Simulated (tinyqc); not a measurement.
Changing the normal-process factor f_N: Debye-Callaway model of lattice thermal conductivity. Computed by tinyqc, a small Python program. Command: `OMP_NUM_THREADS=1 python tinyqc.py 3028654 3028655 out.jsonl callaway sweep`. One thread of a shared host (Intel(R) Xeon(R) Processor @ 2.30GHz), about 0.03 s of CPU time with the checks.

Three acoustic branches with one velocity v, cut at omega_D = k_B Theta/hbar; x = hbar omega/(k_B T). v and Theta are separate inputs: Theta cuts off the heat-carrying modes, so C need not reach 3 k_B/V. gamma is an effective value that sets the umklapp rate. Heat flows along the wire.

Inputs (values chosen for the exercise, modelled on diamond):
```
quantity                                value        unit
sound velocity v                        13200         m/s
Debye temperature Theta                  2180           K
volume per atom V                        5.67  angstrom^3
mean atomic mass M                      12.01           u
effective Grueneisen parameter gamma     3.65           -
umklapp exponent divisor b                2.5           -
mass variance Gamma                   8.9e-05           -
wire diameter D                          0.12  micrometre
specularity p                             0.8           -
temperature T                             300           K
```

Sample: wire. Point defects: isotopes. Normal processes: included.

Constants: k_B = 1.380649e-23 J/K; hbar = 1.054571817e-34 J s; u = 1.6605390666e-27 kg.

Method:
- Gamma is given directly by the isotope mixture. A = V Gamma/(4 pi v^3).
- Rates: point defects A omega^4; umklapp B omega^2 T exp(-Theta/(b T)) with B = hbar gamma^2/(M v^2 Theta); normal processes f_N B omega^2 T (T/Theta)^2. Boundaries: v/Lambda_B with Lambda_B = D (1 + p)/(1 - p).
- kappa_1 = c int tau_C g dx, g = x^4 e^x/(e^x - 1)^2, c = (k_B/(2 pi^2 v)) (k_B T/hbar)^3, over 0 < x < min(Theta/T, 40), by 96 Gauss-Legendre points in s with x = x_max s^2; 1/tau_C = 1/tau_R + 1/tau_N; kappa_2 = c [int (tau_C/tau_N) g dx]^2 / int (tau_C/(tau_N tau_R)) g dx; kappa = kappa_1 + kappa_2.
- Heat capacity C = 3 c int g dx / v^2; grey free path 3 kappa/(C v); the median free path v tau_C halves kappa_1 when the quadrature points are ordered by free path (each counted at half its weight, interpolated in the logarithm); likewise at 10 % and 90 %.

One run for each value:
```
normal-process factor f_N  kappa (W/(m K))  kappa_1 (W/(m K))  kappa_2 (W/(m K))
0.03                                1022.1             1018.1               3.97
0.09                                1017.0             1005.3              11.74
0.3                                 1000.2              963.0              37.27
0.9                                  959.1              860.7              98.41
3                                    864.0              632.4             231.54
9                                    746.9              367.7             379.27
30                                   645.8              154.7             491.08
90                                   597.8               60.1             537.73
300                                  576.4               19.6             556.77
```

Over the rows, kappa (W/(m K)) falls from 1020 to 576 (exponent d ln y / d ln x -0.0045 between the first rows and -0.030 between the last); kappa_1 (W/(m K)) falls from 1020 to 19.6 (exponent d ln y / d ln x -0.012 between the first rows and -0.93 between the last); kappa_2 (W/(m K)) rises from 3.97 to 557 (exponent d ln y / d ln x 0.99 between the first rows and 0.029 between the last). Normal processes conserve momentum: kappa_1 falls as they are added to the rate, and kappa_2 restores part of it (97 % of kappa in the last row). They lower kappa only by handing momentum to modes that scatter resistively.
